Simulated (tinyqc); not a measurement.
Frequency dispersion of an accumulation capacitance by border traps, distributed model: two steps of the calculation.

Traps spread evenly through the insulator exchange electrons with the semiconductor by tunnelling, with tau(x) = t0 exp(2 ka x) at depth x from the interface. The admittance per area Y seen at depth x obeys dY/dx = -Y^2/(i w eps0 eox) + q Nb ln(1 + i w tau)/tau, with Y(0) = i w Cs and w = 2 pi f; the gate sees Y(tox) = G + i w C. Working variable y = Y/(i w), in uF/cm^2. Cox = eps0 eox/tox.

Parameters, values chosen for the exercise; permittivity close to that of zirconium oxide:
- eox = 22 (relative permittivity of the insulator)
- tox = 6.3 nm (insulator thickness)
- Cs = 1.7 uF/cm^2 (semiconductor capacitance in accumulation)
- Nb = 1.9e19 cm^-3 eV^-1 (density of border traps)
- ka = 6.1 1/nm (decay constant of the wave function in the insulator)
- t0 = 8e-11 s (time constant of a trap at the interface)
- f = 1e6 Hz (frequency)
- xe = 1 nm (depth down to which the steps are taken)

Constants: q = 1.602176634e-19 C, eps0 = 8.8541878128e-14 F/cm where lengths are in cm. Results are converted to the units shown.

Question 1. Scales and lumped estimate. Cox; trap-free value 1/(1/Cox + 1/Cs); response depth d = ln(1/(w t0))/(2 ka), where w tau = 1; lumped estimate: all traps within d act as C_bt = q Nb d placed at d/2, so C = 1/{1/[1/(1/Cs + d/(2 eps0 eox)) + C_bt] + (tox - d/2)/(eps0 eox)}.

Wanted: Cox; trap-free C; d; C_bt; lumped C.

Answer 1.

Cox = 3.0919 uF/cm^2
trap-free C = 1.0969 uF/cm^2
d = 0.62259 nm
C_bt = 0.18953 uF/cm^2
lumped C = 1.1771 uF/cm^2

The traps within reach amount to 0.111 Cs and lie in the first 9.88 % of the insulator.

Question 2. Capacitance and conductance at the gate. Beyond xe the traps are ignored, so 1/y(tox) = 1/y(xe) + (tox - xe)/(eps0 eox); C = Re y, G/w = -Im y, loss tangent G/(w C).

y at xe = 1.7551873-0.0357667i uF/cm^2

Wanted: y at the gate; C; G/w; loss tangent.

Answer 2.

y at the gate = 1.188-0.016i uF/cm^2
C = 1.188 uF/cm^2
G/w = 0.01638 uF/cm^2
loss tangent = 0.01379

Computed by the program tinyqc: `OMP_NUM_THREADS=1 python tinyqc.py 2202105 2202106 out.jsonl`, one thread of a shared Intel Xeon 2.30GHz, about 0.4 s for the whole run.
